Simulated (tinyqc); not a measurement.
Inside a calculation. Method: sp3 tight binding, zinc-blende lattice. One step of it, computed by the program tinyqc.

Task: Bloch Hamiltonian at G. Slater-Koster rules over the four bonds with direction cosines (l, m, n): ss V_ss; s-px l V_sp; px-s -l V_sp; px-px l^2 V_pps + (1 - l^2) V_ppp; px-py l m (V_pps - V_ppp); each times exp(i k.d).

Parameters chosen for this model: zinc-blende lattice, anion at 0, cation at a/4 (1,1,1); V = eta hbar^2 / (m d^2), hbar^2/m = 7.619964 eV angstrom^2:
```
parameter          value      unit
a               3.600000  angstrom
d               1.558846  angstrom
Es anion      -13.470000        eV
Ep anion       -7.720000        eV
Es cation     -10.300000        eV
Ep cation      -6.060000        eV
eta ss         -1.320000
eta sp          1.420000
eta pp sigma    2.220000
eta pp pi      -0.630000
V ss           -4.139240        eV
V sp            4.452818        eV
V pp sigma      6.961449        eV
V pp pi        -1.975546        eV
```

k point G (2 pi / a): 0  0  0

Give: H(k) at G.

Result:

H(k) at G (eV), lower triangle:
```
           a s     a px     a py     a pz       c s     c px     c py     c pz
a s   -13.4700
a px    0.0000  -7.7200
a py    0.0000   0.0000  -7.7200
a pz    0.0000   0.0000   0.0000  -7.7200
c s   -16.5570   0.0000   0.0000   0.0000  -10.3000
c px    0.0000   4.0138   0.0000   0.0000    0.0000  -6.0600
c py    0.0000   0.0000   4.0138   0.0000    0.0000   0.0000  -6.0600
c pz    0.0000   0.0000   0.0000   4.0138    0.0000   0.0000   0.0000  -6.0600
```
